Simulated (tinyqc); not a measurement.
Changing the misfit f = (b - a)/a: Frenkel-Kontorova chain: a misfit dislocation (kink) in a monolayer on a periodic substrate. Computed by tinyqc, a small Python program. Command: `OMP_NUM_THREADS=1 python tinyqc.py 3001435 3001436 out.jsonl fkchain sweep`. One thread of a shared host (Intel(R) Xeon(R) Processor @ 2.30GHz), about 0.03 s of CPU time with the checks.

E = sum_j [(k/2)(x_(j+1) - x_j - b)^2 + (W/2)(1 - cos(2 pi x_j/a))], x_j = a (j + u_j). A kink takes u from 0 to 1: the chain is stretched by one period and has one atom fewer than wells.

Inputs (values chosen for the exercise, for a model overlayer):
```
quantity            value           unit
spring constant k    1.55  eV/angstrom^2
substrate period a   4.01       angstrom
corrugation W        1.19             eV
atomic mass M        14.9              u
```

Constants: nu for 1 eV/(angstrom^2 u) = 15.6333042 THz.

Method. l0 = sqrt(k a^2/(2 W)); kink u(j) = (2/pi) arctan exp(pi j/l0); kink energy at f = 0: E0 = (4/pi) W l0; with misfit E0 - k a^2 f; kinks become favourable at f_c = 2/(pi l0), and a coherent chain with free ends loses stability at f_m = 1/l0. Lowest vibration of the flat chain: nu0 = 15.6333042 THz x sqrt(2 pi^2 W/(a^2 M)).

One run for each value:
```
misfit f = (b - a)/a  kink energy with misfit (eV)
0.010                                       4.6539
0.051                                       3.6321
0.093                                       2.5852
0.130                                       1.6631
0.180                                       0.4168
0.220                                      -0.5801
0.260                                      -1.5771
0.300                                      -2.5741
```

What does the table show, and why?

Over the rows, kink energy with misfit (eV) falls from 4.65 to -2.57. It is linear in f, with slope -k a^2, and passes zero at f_c = 0.197, beyond which kinks lower the energy; they enter without a barrier only above f_m = (pi/2) f_c.

Caution (all rows): a corrugation above 1 eV is larger than real overlayers usually show; it is chosen to keep the kink narrow.
